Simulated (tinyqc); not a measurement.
Trench capacitor in an array: capacitance, non-linearity, leakage and relaxation: one step of the calculation.

A film between two metal electrodes, each interface adding a series capacitance ci. The small-signal permittivity is ek (1 + aq E^2); the field is found with the linear permittivity. Leakage J = J0 sinh(E/Ef). After a voltage step the film passes a relaxation current kr C V tt^(-nr), tt being the time in seconds. The sidewall is a coaxial capacitor with radii a = dm/2 - t and b = dm/2, depth AR dm; the end face is left out.

Task. Cell capacitance, fields and time constant. Per length 1/c = ln(b/a)/(2 pi eps0 ek) + (1/a + 1/b)/(2 pi ci); cell capacitance c AR dm; per footprint over pt^2; fields c V/(2 pi eps0 ek r) at r = a and b; resistance of the inner electrode rho AR dm/(pi a^2); time constant R C/3 of the distributed line.

Parameters, values chosen for the exercise; permittivity of the order of that of strontium titanate: relative permittivity of the film ek = 152; film thickness t = 14 nm; capacitance of each electrode interface (dead layer and screening) ci = 1000 uF/cm^2; bias V = 0.5 V; diameter of the hole dm = 120 nm; aspect ratio, depth over diameter AR = 10; pitch of the square array pt = 190 nm; resistivity of the inner electrode rho = 1100 uohm cm.

Constants: eps0 = 8.8541878128e-14 F/cm where lengths are in cm. Results are converted to the units shown.

Find: a; b; cell capacitance; capacitance per footprint; field at a; field at b; R; R C/3.

Result.

a = 46.000 nm
b = 60.000 nm
cell capacitance = 37.462 fF
capacitance per footprint = 103.77 uF/cm^2
field at a = 0.40128 MV/cm
field at b = 0.30765 MV/cm
R = 1.9857 kohm
R C/3 = 24.796 ps

The array gives 11.0 times the planar capacitance per footprint; curvature makes the field at the inner electrode 1.15 times the planar value.

tinyqc, about 0.01 s, one thread, Intel Xeon 2.30GHz (shared host): `OMP_NUM_THREADS=1 python tinyqc.py 2102035 2102036 out.jsonl`
